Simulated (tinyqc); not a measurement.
Q-state Potts model on a small periodic square lattice: enumeration, Metropolis, heat-bath and Wolff steps: one step, computed by the program tinyqc.

E = -J x (number of nearest-neighbour bonds with equal states); n x n sites with periodic edges have 2 n^2 bonds. Order parameter m = (q f - 1)/(q - 1), f being the largest share of one state. Sites are numbered row by row from 0. Here q = 4 and n = 3.

Question. Eight single-site steps. Site = floor(r1 n^2). Trial state = (old + 1 + floor(r2 (q - 1))) mod q; it is accepted if r3 < min(1, exp(K db)), db the change in equal bonds.

Inputs (values chosen for the exercise, for a model of domains or grain orientations): temperature T = 504 K.

Update: Metropolis.

start states:
```
   1  2  3
1  0  2  2
2  0  0  1
3  1  2  2
```

random numbers, one row a step:
```
        1       2       3
1  0.5033  0.3101  0.5065
2  0.0557  0.6650  0.7784
3  0.9905  0.2648  0.3811
4  0.8573  0.3131  0.8695
5  0.1705  0.6422  0.4539
6  0.8981  0.6915  0.2984
7  0.5712  0.9652  0.2964
8  0.5961  0.4152  0.3910
```

K = 0.9900680

Give: the table «Steps» with the columns old, trial, db, acceptance, new; states afterwards.

Answer.

Steps:
```
site  old  trial  db  acceptance  new
4       0      1   0       1.000    1
0       0      2   1       1.000    2
8       2      3  -2       0.138    2
7       2      3  -2       0.138    2
1       2      0  -3       0.051    2
8       2      1   0       1.000    1
5       1      0  -1       0.372    0
5       0      2   0       1.000    2
```

states afterwards:
```
   1  2  3
1  2  2  2
2  0  1  2
3  1  2  1
```
